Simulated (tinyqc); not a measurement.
Bloch-Grueneisen resistivity of a metal. Changing the residual resistivity rho_0. Computed by tinyqc, a small Python program. Command: `OMP_NUM_THREADS=1 python tinyqc.py 3019514 3019515 out.jsonl bg sweep`. One thread of a shared host (Intel(R) Xeon(R) Processor @ 2.30GHz), about 0.01 s of CPU time with the checks.

Electrons scatter from a Debye spectrum of phonons (n = 5 for scattering within one band, n = 3 for scattering into a second, heavy band) and from static defects.

Inputs (values chosen for the exercise, modelled on aluminium):
```
quantity                      value  unit
exponent n                        5     -
Debye temperature Theta         379     K
transport coupling lambda_tr   0.43     -
Drude plasma energy hbar w_p     13    eV
temperature T                   400     K
```

Addition: none.

Constants: k_B = 1.380649e-23 J/K; hbar = 1.054571817e-34 J s; eps_0 = 8.8541878128e-12 F/m; hbar = 6.582119569e-16 eV s; k_B = 8.617333262e-05 eV/K.

Method:
- J_n(y) = int_0^y x^n e^x/(e^x - 1)^2 dx, by 96 Gauss-Legendre points (upper limit at most 60).
- rho_ph = (n - 1) rho_1 (T/Theta)^n J_n(Theta/T), with rho_1 = 2 pi lambda_tr k_B Theta/(hbar eps_0 w_p^2), the high-temperature line at T = Theta.
- Matthiessen's rule: rho = rho_0 + rho_ph.
- Temperature coefficient (1/rho) d rho/dT by a central difference of +/- 0.5 K; residual ratio rho(295 K)/rho(4.2 K); scattering time tau = 1/(eps_0 w_p^2 rho); Wiedemann-Franz kappa = L_0 T/rho, L_0 = (pi^2/3)(k_B/e)^2.

One run for each value; columns: (1) residual resistivity rho_0 (microohm cm); (2) temperature coefficient (1e-3/K); (3) residual resistance ratio; (4) resistivity rho (microohm cm):
```
(1)       (2)        (3)    (4)
0.002   2.744  1.381e+03   3.90
0.0073  2.740  3.791e+02   3.91
0.026   2.727  1.072e+02   3.92
0.095   2.680  3.006e+01   3.99
0.35    2.519  8.887e+00   4.25
1.3     2.059  3.123e+00   5.20
4.6     1.259  1.600e+00   8.50
60      0.167  1.046e+00  63.90
```

Give the missing row, residual resistivity rho_0 (microohm cm) = 17.

Computed row; columns: (1) residual resistivity rho_0 (microohm cm); (2) temperature coefficient (1e-3/K); (3) residual resistance ratio; (4) resistivity rho (microohm cm):
```
(1)    (2)        (3)    (4)
17   0.512  1.162e+00  20.90
```

Interpolating between the two neighbouring rows (the first column on a logarithmic scale, the others too where they are positive) misses most in resistivity rho (microohm cm), by 14 %. Over the rows, temperature coefficient (1e-3/K) falls from 2.74 to 0.167 (exponent d ln y / d ln x -0.0010 between the first rows and -0.89 between the last); residual resistance ratio falls from 1380 to 1.05 (exponent d ln y / d ln x -1.00 between the first rows and -0.084 between the last); resistivity rho (microohm cm) rises from 3.90 to 63.9 (exponent d ln y / d ln x 0.0010 between the first rows and 0.89 between the last). At the low end the exponent of residual resistance ratio is -1.00, close to -1: a clean metal, where the ratio is rho(295 K)/rho_0. The product rho times the coefficient, d rho/dT, stays at 10.7 nanoohm cm/K: Matthiessen's rule keeps it fixed.
